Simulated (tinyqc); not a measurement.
CIS on RHF in the 3-21g basis, for H2, spin multiplicity 1, step by step. One step of it, computed by the program tinyqc.

Problem. CIS triplet states. Diagonalise A (1 hartree = 27.211386 eV); each vector has its largest component positive (the first on a tie).

CIS matrix A, triplet (hartree):
```
          1>2       1>3       1>4
1>2  0.258101  0.000000  0.135549
1>3  0.000000  1.058593  0.000000
1>4  0.135549  0.000000  1.246260
```

Give: triplet excitation energies; lowest vectors.

Solution.

triplet excitation energies (eV): 6.5265  28.8058  34.4093

lowest vectors:
```
     state 1  state 2  state 3
1>2   0.9911   0.0000   0.1335
1>3   0.0000   1.0000   0.0000
1>4  -0.1335   0.0000   0.9911
```
